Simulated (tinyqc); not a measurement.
Geometry optimisation on the RHF/sto-3g surface (energies and gradients from PySCF), for H3+, spin multiplicity 1, step by step. Computed by tinyqc, a small Python program that keeps every step (integrals from PySCF). Settings: charge = 1, multiplicity = 1, basis = sto-3g, optimiser = bfgs, first Hessian = 0.6, largest step = 0.3, iteration cap = 30. Command: `OMP_NUM_THREADS=1 python tinyqc.py 21794 21795 out.jsonl` (the two numbers bound the seeds that draw the settings). One thread of a shared host (Intel(R) Xeon(R) Processor @ 2.60GHz), about 0.4 s of CPU time with the checks.

## Step 1: energy and gradient

positions at the start (bohr), order 1H, 2H, 3H:
$$\begin{pmatrix}
0.01134 & -0.04535 & 0.04346 \\
-0.04535 & 0.02835 & 1.71587 \\
0.03779 & 1.34737 & -1.00344
\end{pmatrix}$$

Self-consistent energy and analytic gradient at these positions.

energy = -1.2135058 hartree

gradient (hartree/bohr), order 1H, 2H, 3H:
$$\begin{pmatrix}
-0.0003172 & 0.0010551 & 0.0092377 \\
-0.0004728 & -0.0131488 & 0.0165163 \\
0.0007900 & 0.0120937 & -0.0257541
\end{pmatrix}$$

## Step 1: move

Quasi-Newton step p = -H^(-1) g (first H = 0.6 times the unit matrix); steps longer than 0.3 bohr are cut back.

positions after step 1 (bohr), order 1H, 2H, 3H:
$$\begin{pmatrix}
0.01187 & -0.04711 & 0.02807 \\
-0.04457 & 0.05026 & 1.68834 \\
0.03648 & 1.32722 & -0.96052
\end{pmatrix}$$

## Step 2: energy and gradient

As before.

energy = -1.2155057 hartree

gradient (hartree/bohr), order 1H, 2H, 3H:
$$\begin{pmatrix}
-0.0003456 & 0.0091015 & 0.0085793 \\
-0.0003177 & -0.0136307 & 0.0119952 \\
0.0006633 & 0.0045292 & -0.0205746
\end{pmatrix}$$

## Step 2: move

inverse Hessian in use (bohr^2/hartree):
```
          1         2         3         4         5         6         7         8
1   1.66768  -0.01783  -0.02689   0.00116   0.04086  -0.04201  -0.00217  -0.02303
2  -0.01783   1.77403   0.51022  -0.02538  -0.73482   0.89203   0.04321   0.62746
3  -0.02689   0.51022   2.37128  -0.02964  -1.07802   1.08285   0.05653   0.56779
4   0.00116  -0.02538  -0.02964   1.66786   0.04603  -0.04394  -0.00234  -0.02065
5   0.04086  -0.73482  -1.07802   0.04603   3.30797  -1.67555  -0.08689  -0.90649
6  -0.04201   0.89203   1.08285  -0.04394  -1.67555   3.28636   0.08595   0.78353
7  -0.00217   0.04321   0.05653  -0.00234  -0.08689   0.08595   1.67118   0.04368
8  -0.02303   0.62746   0.56779  -0.02065  -0.90649   0.78353   0.04368   1.94570
9   0.06890  -1.40225  -1.78746   0.07358   2.75357  -2.70254  -0.14248  -1.35132

          9
1   0.06890
2  -1.40225
3  -1.78746
4   0.07358
5   2.75357
6  -2.70254
7  -0.14248
8  -1.35132
9   6.15667
```

Quasi-Newton step p = -H^(-1) g (the inverse Hessian comes from BFGS updates; coordinates in the order x, y, z of each atom); steps longer than 0.3 bohr are cut back (factor 0.899 here).

positions after step 2 (bohr), order 1H, 2H, 3H:
$$\begin{pmatrix}
0.01506 & -0.11269 & -0.05467 \\
-0.04117 & 0.17784 & 1.56352 \\
0.02989 & 1.26522 & -0.75295
\end{pmatrix}$$

## Convergence

Stop when the largest gradient component is below 3e-5 hartree/bohr. The inverse Hessian follows the BFGS update with s = step, y = change of gradient.

Course of the optimisation:
```
step  E (hartree)  largest gradient (hartree/bohr)
1      -1.2135058                         2.58e-02
2      -1.2155057                         2.06e-02
3      -1.2222448                         4.99e-02
4      -1.2304571                         7.39e-02
5      -1.2379328                         7.27e-02
6      -1.2407276                         4.21e-02
7      -1.2461368                         1.66e-02
8      -1.2466297                         7.64e-03
9      -1.2468001                         3.83e-03
10     -1.2468431                         2.25e-03
11     -1.2468599                         1.57e-04
12     -1.2468600                         1.38e-05
```

Final distances (angstrom):
```
pair   distance
2H-1H   0.96689
3H-1H   0.96691
3H-2H   0.96686
```

Converged in 12 steps.
